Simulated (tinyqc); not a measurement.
# Thermionic-field emission through a Schottky barrier, WKB, step by step

Numbers from tinyqc (`OMP_NUM_THREADS=1 python tinyqc.py 2640144 2640145 out.jsonl`; about 0.06 s on one thread of a shared Intel Xeon 2.30GHz). Printed values are rounded.

Metal on an n-type semiconductor with one parabolic valley; V > 0 is forward bias (metal positive). Energies E are counted from the conduction edge of the neutral semiconductor, whose Fermi level lies at -xi; that of the metal lies at -xi - V. The barrier is a parabola of height Vd = phi - xi - V (depletion approximation, no image force).

Inputs (values chosen for the exercise); band and dielectric values close to those of 4H silicon carbide: temperature T = 200 K; electron mass me = 0.37 m0; relative permittivity eps_r = 9.6; barrier height seen from the metal phi = 1.4 eV; donor density Nd = 3.4e17 cm^-3; bias V = 0.46 V; points of the energy grid nE = 11; upper end of the energy grid Eb = 1 eV.

Constants: q = 1.602176634e-19 C, kB = 1.380649e-23 J/K, hbar = 1.054571817e-34 J s, h = 6.62607015e-34 J s, m0 = 9.1093837015e-31 kg, Vt = kB T/q, eps0 = 8.8541878128e-14 F/cm where lengths are in cm. Results are converted to the units shown.

Range of the model: One isotropic valley is assumed; bands with several valleys have a larger Richardson constant and Nc. The depletion approximation, a parabolic band and the neglect of image-force lowering make these currents estimates at high doping.

## Fermi level, barrier and E00

Nc = 2 (2 pi me m0 kB T/h^2)^1.5 (times 1e-6 for cm^-3); Nd = Nc F12(-xi/Vt), F12(x) = (2/sqrt(pi)) int_0^infinity sqrt(u)/(1 + exp(u - x)) du; E00 = (hbar/2) sqrt(Nd/(me m0 eps0 eps_r)) in SI units (volts). W = sqrt(2 eps0 eps_r Vd/(q Nd)).

Nc = 3.07424e18 cm^-3
xi = 0.0372756 eV
Vd = 0.902724 V
W = 53.0772 nm
E00 = 5.74421 meV
E00/Vt = 0.333294

By a common rule of thumb, E00/Vt below 0.5 marks thermionic emission, 0.5 to 5 thermionic-field emission and above 5 field emission. By that rule alone: thermionic emission; with a high barrier, tunnelling near its top can carry most of the current even below 0.5.

## Current density on a coarse grid

For E < Vd, ln T(E) = -(Vd/E00) [sqrt(1 - y) - y ln((1 + sqrt(1 - y))/sqrt(y))], y = E/Vd; T(E) = 1 above. J = A* T (q/kB) int_0^infinity T(E) N(E) dE, N = ln[(1 + exp((-xi - E)/Vt))/(1 + exp((-xi - V - E)/Vt))], A* = 4 pi q me m0 kB^2/h^3 (times 1e-4 for A/(cm^2 K^2)). Simpson's rule on nE equally spaced points from 0 to Eb.

```
point,E (eV),T(E),N,T(E) N
0,0.00000,5.61007e-69,0.108854,6.10680e-70
1,0.10000,9.54223e-52,3.47322e-4,3.31423e-55
2,0.20000,5.50589e-40,1.04934e-6,5.77758e-46
3,0.30000,1.86770e-30,3.16978e-9,5.92021e-39
4,0.40000,1.71571e-22,9.57503e-12,1.64280e-33
5,0.50000,8.31414e-16,2.89235e-14,2.40474e-29
6,0.60000,2.92342e-10,8.73700e-17,2.55419e-26
7,0.70000,8.24735e-6,2.63920e-19,2.17664e-24
8,0.80000,0.0162768,7.97231e-22,1.29764e-23
9,0.90000,0.982769,2.40821e-24,2.36672e-24
10,1.00000,1,7.27454e-27,7.27454e-27
```

J = 1.51991e-16 A/cm^2

The integrand peaks at E = 0.800 eV among these points, 0.89 of the barrier height. A converged quadrature gives 1.825e-16 A/cm^2 (this grid is 17 % below that), of which 2.0 % passes over the barrier.
